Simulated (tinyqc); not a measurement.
## Gate voltage for a given inversion charge

Problem. p-type body, charge-sheet picture, depletion and inversion only, full ionisation (an idealisation for deep acceptors), Boltzmann statistics (rough once Na exp(x - xn) passes about Nc/7). In units of Vt: xg = (Vg - Vfb)/Vt, x = psi/Vt, G = gamma/sqrt(Vt), xn = (2 phiF + Vc)/Vt. The implicit equation is (xg - x)^2 = G^2 [x - 1 + exp(x - xn)] for x above about 3. Cox = eps0 eox/tox. ni = sqrt(Nc Nv) exp(-Eg/(2 Vt)), Eg in volts; phiF = Vt ln(Na/ni); gamma = sqrt(2 q eps0 eps_r Na)/Cox. N_inv = (Cox Vt G/q) [sqrt(x - 1 + exp(x - xn)) - sqrt(x - 1)]. Find x - xn, psi and Vg.

Parameters, values chosen for the exercise; band and dielectric values close to those of silicon:
- T = 250 K (temperature)
- Eg = 1.13 eV (band gap)
- eps_r = 11.9 (relative permittivity)
- Nc = 2.15e19 cm^-3 (conduction-band density of states at T)
- Nv = 2.05e19 cm^-3 (valence-band density of states at T)
- eox = 7.5 (relative permittivity of the gate insulator (close to silicon nitride))
- tox = 31 nm (insulator thickness)
- Na = 1.1e17 cm^-3 (acceptor density)
- Vfb = -0.73 V (flat-band voltage)
- Vc = 0 V (channel-body voltage)

Constants: q = 1.602176634e-19 C, kB = 1.380649e-23 J/K, Vt = kB T/q, eps0 = 8.8541878128e-14 F/cm where lengths are in cm. Results are converted to the units shown.

N_inv = 4.8e10 cm^-2

Solution. N_inv rises steadily with x, so it fixes x; the implicit equation then gives xg directly.

x - xn = 1.28
psi = 0.931 V
Vg = 1.10 V

Program tinyqc, `OMP_NUM_THREADS=1 python tinyqc.py 2122214 2122215 out.jsonl`; Intel Xeon 2.30GHz, shared host, one thread, about 0.01 s.
